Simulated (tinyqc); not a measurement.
Thin-film transistor with exponential tail and deep states, accumulation layer: course of the iteration: surface potential by Newton steps.

An undoped film in accumulation, thicker than the space-charge layer. With band bending psi the Fermi level lies E0 - psi below the band edge. Free electrons n = n0 exp(psi/Vt) carry the current; electrons in two exponential distributions of traps, a = a0 exp(psi/Va) and d = d0 exp(psi/Vp), do not. Linear regime, ohmic contacts, traps in equilibrium.

Va = kB Tt/q, Vp = kB Td/q. G(psi) = sum over the three kinds of c0 [V (exp(psi/V) - 1) - psi], field F = sqrt(2 q G/(eps0 eps_r)); Vg = psi + eps0 eps_r F/Ci at the surface. f = psi + eps0 eps_r F/Ci - Vg, f' = 1 + q rho/(Ci F) with rho = sum c0 (exp(psi/V) - 1); psi(new) = psi - f/f'.

Stop when psi changes by less than 1e-10 V, or after 30 iterations. psi must stay between 0 and 5 V.

Inputs (values chosen for the exercise); values close to those of an organic semiconductor:
- T = 300 K (temperature)
- eps_r = 3.2 (relative permittivity of the semiconductor)
- Tt = 480 K (characteristic temperature of the tail)
- Td = 1210 K (characteristic temperature of the deep states)
- Ci = 35 nF/cm^2 (gate capacitance)
- Vg = 9.6 V (gate voltage above flat band)

Constants: q = 1.602176634e-19 C, kB = 1.380649e-23 J/K, Vt = kB T/q, eps0 = 8.8541878128e-14 F/cm where lengths are in cm. Results are converted to the units shown.

psi at the start = 0.1 V
n0 = 1.47102e10 cm^-3
a0 = 1.49307e14 cm^-3
d0 = 1.27626e15 cm^-3

Course of the iteration:

| iteration | psi (V) | \|change\| (V) |
|---|---|---|
| 1 | 4.13824 | 4.04 |
| 2 | 4.08654 | 0.0517 |
| 3 | 4.03483 | 0.0517 |
| 4 | 3.98313 | 0.0517 |
| 5 | 3.93142 | 0.0517 |
| 6 | 3.87972 | 0.0517 |
| 7 | 3.82802 | 0.0517 |
| 8 | 3.77631 | 0.0517 |
| 9 | 3.72461 | 0.0517 |
| ... | ... | ... |
| 22 | 3.05246 | 0.0517 |
| 23 | 3.00075 | 0.0517 |
| 24 | 2.94905 | 0.0517 |
| 25 | 2.89734 | 0.0517 |
| 26 | 2.84564 | 0.0517 |
| 27 | 2.79394 | 0.0517 |
| 28 | 2.74223 | 0.0517 |
| 29 | 2.69053 | 0.0517 |
| 30 | 2.63882 | 0.0517 |

Did this iteration meet its convergence test, and what does its course show?

No. Not converged within 30 iterations. The first step overshoots to 4.14 V, far above the root at 0.4969 V, and each later step comes down by only about 2 Vt on the exponential. A rerun with the start psi = 0.49 V converges in 4 iterations.

Range of the model: The th form assumes a Fermi level far below the band edge; at the surface it overcounts the filled tail by a factor of about 1.3.

Numbers from tinyqc (`OMP_NUM_THREADS=1 python tinyqc.py 2610143 2610144 out.jsonl`; about 0.02 s on one thread of a shared Intel Xeon 2.30GHz).
